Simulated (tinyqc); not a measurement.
Stacked nanosheet transistor, parasitic resistance, capacitance and delay: course of the iteration: sheet currents at Vgs = Vdd, Vds = Vdd/2.

Ns sheets share one contact on top; each has perimeter p = 2 (Ws + ts) and cross-section A = Ws ts; contact width Wc = Ws + 10 nm, stack height Hs = Ns pv. Sheet 1 is the top one. Contact length Lc = CPP - Lg - 2 Lsp, shared by two neighbouring gates. Source and drain sides are equal. The formulas are first-order estimates, not field solutions.

One sheet: I = p Q vx u/(1 + |u|^1.8)^(1/1.8), Q = Cinv n Vt ln(1 + exp((Vg' - VT + dl Vd')/(n Vt))), u = Vd' mu/(vx Lg), Vg' = Vgs - v, Vd' = Vds - 2 v, with the drop on each side v_j = Rc sum I + rv (sum over levels k = 2..j of the current of sheets k..Ns) + Rx I_j. I(new) = I(out).

Stop when the largest change of I is below 1e-6 uA, or after 20 iterations.

Inputs (values chosen for the exercise); values close to those of silicon logic devices: temperature T = 300 K; sheet width Ws = 20 nm; sheet thickness ts = 6 nm; vertical resistance between sheet levels rv = 47 ohm; gate length Lg = 14 nm; inversion capacitance Cinv = 3.4 uF/cm^2; injection velocity vx = 1.2e7 cm/s; apparent mobility mu = 270 cm^2/(V s); threshold at zero drain voltage VT = 0.25 V; barrier lowering dl = 0.039 V/V; subthreshold factor n = 1.12; supply voltage Vdd = 0.75 V.

Constants: q = 1.602176634e-19 C, kB = 1.380649e-23 J/K, Vt = kB T/q. Results are converted to the units shown.

I at the start (uA): sheet 1 0, sheet 2 0, sheet 3 0, sheet 4 0
Rc = 218.689 ohm
Rx = 1066.67 ohm

Course of the iteration:
```
iteration  total I (uA)  largest |change| of one entry (uA)
1               427.448                                 107
2              -163.723                                 152
3               510.449                                 175
4              -172.132                                 172
5               513.951                                 173
6              -171.867                                 173
7               513.822                                 173
8              -171.899                                 173
9               513.838                                 173
...                 ...                                 ...
12             -171.896                                 173
13              513.836                                 173
14             -171.895                                 173
15              513.836                                 173
16             -171.895                                 173
17              513.836                                 173
18             -171.895                                 173
19              513.836                                 173
20             -171.895                                 173
```

Did this iteration meet its convergence test, and what does its course show?

No. Not converged within 20 iterations. The total swings between -171.9 and 513.8 for good. The largest eigenvalue of dI(out)/dI at the solution has size 1.20: above one, so substitution cannot converge. A rerun with the update damped to 0.5 converges in 13 iterations.

Program tinyqc, `OMP_NUM_THREADS=1 python tinyqc.py 2170148 2170149 out.jsonl`; Intel Xeon 2.30GHz, shared host, one thread, about 0.08 s.
